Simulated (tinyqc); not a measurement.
Quasi-harmonic thermal expansion with mode Grueneisen parameters: one step, computed by the program tinyqc. Command: `OMP_NUM_THREADS=1 python tinyqc.py 3005338 3005339 out.jsonl qha walk`. One thread of a shared host (Intel(R) Xeon(R) Processor @ 2.30GHz), about 0.02 s of CPU time with the checks.

A crystal with two atoms a cell; per atom there are 1 transverse acoustic (TA), 1/2 longitudinal acoustic (LA) and 3/2 optical (O) modes. Every frequency of group i scales as nu_i (V/V0)^(-gamma_i). Each group has one frequency. Static energy: E = (9 V0 B0/16) [y^3 B' + y^2 (2 - 4 y)], y = (V0/V)^(2/3) - 1, with pressure P_s = (3 B0/2) (z^7 - z^5) [1 + (3/4)(B' - 4)(z^2 - 1)], z = (V0/V)^(1/3).

Question. Zero-point expansion. Phonon pressure P_ph = sum_i gamma_i U_i/V. At T = 0, U_i is the zero-point energy (h nu/2 a mode); solve P_s + P_ph = 0.

Inputs (values chosen for the exercise, modelled on germanium):
```
quantity                       value             unit
static volume V0                22.6  angstrom^3/atom
static bulk modulus B0          76.4              GPa
static B'                       4.82                -
frequency nu_TA                  2.4              THz
frequency nu_LA                 6.09              THz
frequency nu_O                  8.27              THz
Grueneisen parameter gamma_TA  -0.61                -
Grueneisen parameter gamma_LA    1.1                -
Grueneisen parameter gamma_O     1.1                -
```

Acoustic groups: Einstein.

Constants: h x 1 THz = 4.135667696 meV; k_B = 8.617333262e-05 eV/K; 1 eV/angstrom^3 = 160.2176634 GPa.

Give: volume at T = 0; zero-point volume change.

Answer.

volume at T = 0 = 22.67 angstrom^3/atom

zero-point volume change = 0.2986 %
